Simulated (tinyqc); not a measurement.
Heavy and light holes: cyclotron masses of warped hole bands.

Values chosen for the exercise (near those of Si; the results hold for these values, not for the real material):
```
symbol  value                        unit     meaning
g1      4.27                                  Luttinger gamma1
g2      0.34                                  gamma2
g3      1.45                                  gamma3
ths     (0, 10, 25, 35, 55, 70, 90)  degrees  angles
```

E = c k^2 f(n) with f = g1 -/+ 2 sqrt(g2^2 + 3 (g3^2 - g2^2)(nx^2 ny^2 + ny^2 nz^2 + nz^2 nx^2)). For the orbit through k = 0 perpendicular to b = (sin(theta)/sqrt2, sin(theta)/sqrt2, cos(theta)), mc is the mean of 1/f over the directions n in that plane (180 evenly spaced angles). Quantum effects of the lowest levels are left out.

Cyclotron masses (m0):
```
theta (degrees)   heavy   light
0                0.4213  0.1682
10               0.4347  0.1653
25               0.4925  0.1562
35               0.5375  0.1511
55               0.5762  0.1470
70               0.5660  0.1493
90               0.5527  0.1546
```

What does the comparison show?

The heavy mass varies by 37 % over the table, with its largest listed value at 55 degrees ([111] lies at 54.7) and its smallest at 0; the light mass varies by 14.5 %. The warping term enters both with the same size, but it is set against a small inverse mass in one and a large one in the other (along [111], g1 - 2 g3 = 1.37 and g1 + 2 g3 = 7.17).

tinyqc: `OMP_NUM_THREADS=1 python tinyqc.py 1250715 1250716 out.jsonl`; about 0.01 s, one thread, shared Intel(R) Xeon(R) Processor @ 2.30GHz.
